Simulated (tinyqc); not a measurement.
Worked calculation: k.p theory built from an empirical-pseudopotential calculation at Gamma. Values are carried at full precision from step to step, so a last printed digit may differ when a step is redone from the rounded ones.

Empirical pseudopotential on the fcc lattice, atoms at +/- tau, tau = a (1,1,1)/8, no spin-orbit coupling. H(G,G') = c (2 pi/a)^2 |k + G|^2 delta + VS(q) cos(q.tau) + i VA(q) sin(q.tau), q = G - G', c = hbar^2/2m0; k and G in units of 2 pi/a; VS at |q|^2 = 3, 8, 11 and VA at 3, 4, 11, in rydberg, zero elsewhere. The basis is fixed: all 59 G with |G|^2 up to Gcut. Energies are counted from the fourth level at Gamma.

Constants: hbar^2/2m0 = 3.80998211 eV angstrom^2; Ry = 13.60569312 eV.

Values chosen for the exercise (near those of Si; the results hold for these values, not for the real material):
```
symbol  value                   unit        meaning
a       5.422                   angstrom    lattice constant
VS      (-0.208, 0.038, 0.082)  Ry          symmetric form factors
VA      (0, 0, 0)               Ry          antisymmetric form factors
Gcut    12                      (2 pi/a)^2  largest |G|^2 of the fixed basis
```

## Levels at Gamma

Diagonalise H at k = 0 and group equal levels.

Multiplets at Gamma:
```
multiplet  degeneracy    E (eV)
1                   1  -12.7681
2                   3    0.0000
3                   3    3.4245
4                   1    3.9498
5                   1    7.4498
6                   2    7.9567
7                   3   12.3353
8                   1   13.9974
9                   3   27.7300
```

The lowest empty multiplet is a triplet at 3.424 eV; the lowest empty singlet (s-like) is multiplet 4.

## Mass of the s-like conduction level (multiplet 4)

For a multiplet A of d_A states, W(B) = (4 c/(3 d_A)) sum over n in A, m in B and i = x, y, z of |<n|G_i|m>|^2 (G in 1/angstrom, <n|G_i|m> = sum_G c_n(G)* G_i c_m(G)); the mean inverse mass of A is 1 + sum_B W(B)/(E_A - E_B). Multiplets with W = 0 are left out.

List the couplings (the first eight at most); W to the valence triplet is the Kane energy Ep.

Couplings:
```
multiplet B  degeneracy  E_B (eV)   W (eV)  W/(E_A - E_B)
2                     3    0.0000  21.3407         5.4031
7                     3   12.3353   0.0155        -0.0018
11                    3   29.2011   0.4952        -0.0196
18                    3   46.0982   0.1406        -0.0033
22                    3   46.8341   0.0323        -0.0008
25                    3   52.3438   0.0267        -0.0006
```

sum over the higher multiplets = 0
1/m = 6.3770

Ep = 21.34 eV. The valence triplet gives 5.40, all other levels together -0.03; m = 0.1568, against 0.1562 for two levels alone.

## Valence parameters

Fold all other levels onto the valence triplet: D(u) = c + 4 c^2 sum_m <n|u.G|m><m|u.G|n'>/(0 - E_m), in units of c. Along [100] its eigenvalues are L (once) and M (twice); along [111] (L + 2M + 2N)/3 (once) and (L + 2M - N)/3 (twice). Then g1 = -(L + 2M)/3, g2 = -(L - M)/6, g3 = -N/6.

eigenvalues along [100]: [-6.184, -3.566, -3.566]

eigenvalues along [111]: [-10.460, -1.428, -1.428]

L, M, N: [-6.184, -3.566, -9.032]

g1, g2, g3: [4.439, 0.436, 1.505]

With spin-orbit coupling added at fixed g1, g2, g3 and large against the hole energy these give heavy and light masses along [100] of 0.280 and 0.188. The s-like level alone adds Ep/(3E) = 1.80 to g1. Local form factors fix Ep and the gap only roughly, so these values can lie far from measured ones.

## Checks

- 1/m of the s-like level from the sum against the curvature of the band: both 6.377.
- L and M against the curvatures along [100]: largest relative difference 3.9e-07.

(tinyqc, `OMP_NUM_THREADS=1 python tinyqc.py 1080170 1080171 out.jsonl`, Intel(R) Xeon(R) Processor @ 2.30GHz, 1 thread, shared host, about 0.3 s.)
